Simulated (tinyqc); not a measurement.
X-ray photoelectron analysis of a thin oxide on a semiconductor: attenuation lengths, thickness, angle series and band offsets. Changing the emission angle from the normal. Computed by tinyqc, a small Python program. Command: `OMP_NUM_THREADS=1 python tinyqc.py 3114126 3114127 out.jsonl xps sweep`. One thread of a shared host (Intel(R) Xeon(R) Processor @ 2.30GHz), about 0.01 s of CPU time with the checks.

The same element is seen in the oxide and in the substrate, at nearly the same kinetic energy; films are flat and uniform, and the work function is ignored.

Inputs (values chosen for the exercise, modelled on SiO2 on 4H-SiC):
```
quantity                                           value    unit
photon energy                                     1486.6      eV
binding energy of the core level                   100.5      eV
oxide density                                       2.23  g/cm^3
oxide formula mass                                 60.08   g/mol
valence electrons per oxide formula                   16       -
oxide gap                                           8.73      eV
substrate density                                   3.21  g/cm^3
substrate formula mass                              40.1   g/mol
valence electrons per substrate formula                8       -
substrate gap                                       3.26      eV
oxide thickness d                                    8.6      nm
attenuation length over inelastic mean free path    0.85       -
carbon overlayer                                    0.89      nm
counts in the two peaks together                   40000       -
```

Method:
- TPP-2M: lambda = E/(E_p^2 [b ln(c E) - C/E + D/E^2]) in angstrom, E_p = 28.8 sqrt(N_v rho/M), b = -0.10 + 0.944/sqrt(E_p^2 + E_g^2) + 0.069 rho^0.1, c = 0.191/sqrt(rho), U = N_v rho/M, C = 1.97 - 0.91 U, D = 53.4 - 20.8 U, with E = photon energy less binding energy in eV.
- Attenuation length L = factor x lambda.
- R_0 = (rho_o/M_o) L_o/((rho_s/M_s) L_s); peak ratio R = I_ox/I_sub = R_0 [exp(d/(L_o cos theta)) - 1]; hence d = L_o cos theta ln(1 + R/R_0). A carbon layer weakens both peaks alike, by exp(-d_C/(L_o cos theta)) if its L is taken equal to L_o. This R_0 leaves out intrinsic losses from the substrate peak, so calibrated values can be larger.
- With x = d/(L_o cos theta): d ln d/d ln R = (1 - exp(-x))/x = -d ln d/d ln R_0; counting error of R = 1/sqrt(N f (1 - f)), f the oxide share, which times the sensitivity gives that of d; an angle error adds tan(theta) d theta; d is proportional to L_o at fixed R_0. Assumed errors: 5 % in R_0, 1 degree, 5 % in L_o.

One run for each value:
```
emission angle from the normal (degrees)     ratio R  depth 3 L_o cos theta (nm)  angle (%)  attenuation by carbon
0                                         7.8888e+00                      9.7951     0.0000                0.76141
18                                        9.1226e+00                      9.3157     0.5671                0.75080
27                                        1.1120e+01                      8.7275     0.8893                0.73644
36                                        1.5217e+01                      7.9244     1.2681                0.71396
45                                        2.4694e+01                      6.9262     1.7453                0.68011
54                                        5.3291e+01                      5.7574     2.4022                0.62892
63                                        2.0130e+02                      4.4469     3.4254                0.54858
72                                        3.0702e+03                      3.0268     5.3716                0.41391
```

Give the missing row, emission angle from the normal (degrees) = 9.

Computed row:
```
emission angle from the normal (degrees)     ratio R  depth 3 L_o cos theta (nm)  angle (%)  attenuation by carbon
9                                         8.1725e+00                      9.6745     0.2764                0.75883
```

Interpolating between the two neighbouring rows (linearly) misses most in ratio R, by 4.1 %. Over the rows, ratio R rises from 7.89 to 3070; depth 3 L_o cos theta (nm) falls from 9.80 to 3.03; angle (%) rises from 0 to 5.37.

Caution (rows 63.0, 72.0): beyond about 60 degrees elastic scattering and roughness make a single attenuation length unreliable.
